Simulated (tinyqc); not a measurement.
Permeation of metal atoms or ions through a thin barrier or dielectric: time lag, field-aided drift and lifetime. Changing the thickness d. Computed by tinyqc, a small Python program. Command: `OMP_NUM_THREADS=1 python tinyqc.py 3031663 3031664 out.jsonl barrier sweep`. One thread of a shared host (Intel(R) Xeon(R) Processor @ 2.30GHz), about 0.03 s of CPU time with the checks.

The film 0 < x < d is empty at first; C = C0 at x = 0 and C = 0 at x = d. dC/dt = D d2C/dx2.

Inputs (values chosen for the exercise, for a model case: neutral metal atoms through a barrier): prefactor D0 = 0.0064 cm^2/s; activation energy E = 1.32 eV; concentration at the source side C0 = 3e+19 1/cm^3; charge number z = 0; voltage V (positive drives ions across) = 0 V; critical dose Q_c = 2e+12 1/cm^2; test temperature T = 225 C; use temperature T_u = 100 C.

Constants: k_B = 8.617333262e-05 eV/K.

Method:
- D = D0 exp(-E/(k_B T)); time scale d^2/D; Peclet number P = z V/(k_B T), k_B T in eV; 1 nm = 1e-7 cm.
- Temperatures in kelvin are T(C) + 273.15.
- Steady flux J = (D C0/d) P/(1 - exp(-P)); time lag in units of d^2/D: s_L = [P (1 + exp(-P))/(1 - exp(-P)) - 2]/P^2 (P = 0: J = D C0/d, s_L = 1/6).
- Dose through the film Q(s) = C0 d {f (s - s_L) - 2 exp(P/2) sum_(n=1..200) (-1)^n n^2 pi^2 exp(-l_n s)/l_n^2}, l_n = n^2 pi^2 + P^2/4, f = P/(1 - exp(-P)) the relative flux.
- Solve Q = Q_c for s. At the use temperature D and P take T_u, with the same C0 and V; 1 year = 3.15576e7 s.

One run for each value:
```
thickness d (nm)  failure time at T (s)  time lag (s)  s at the critical dose  steady flux J (1/(cm^2 s))
1.4                                44.5    1.1544e+01                 0.64250                  6.0638e+10
2.1                                75.2    2.5974e+01                 0.48239                  4.0426e+10
3.2                               133.8    6.0311e+01                 0.36973                  2.6529e+10
4.9                               247.2    1.4141e+02                 0.29129                  1.7325e+10
7.6                               478.3    3.4019e+02                 0.23433                  1.1170e+10
12.0                              975.5    8.4812e+02                 0.19169                  7.0745e+09
18.0                             1870.6    1.9083e+03                 0.16338                  4.7163e+09
27.0                             3640.4    4.2936e+03                 0.14131                  3.1442e+09
41.0                             7325.3    9.9006e+03                 0.12331                  2.0706e+09
```

Describe and explain the trends.

Over the rows, failure time at T (s) rises from 44.5 to 7330 (exponent d ln y / d ln x 1.3 between the first rows and 1.7 between the last); time lag (s) rises from 11.5 to 9900 (exponent d ln y / d ln x about 2.0 throughout); s at the critical dose falls from 0.643 to 0.123 (exponent d ln y / d ln x -0.71 between the first rows and -0.33 between the last). The exponent of time lag stays at 2: the lag scales as d^2/D, with P independent of d.

Caution (rows 1.40): a film of a few atomic layers is beyond a continuum description. Caution (all rows): grain boundaries, pinholes, trapping and space charge are left out; thin real barriers usually fail at defects.
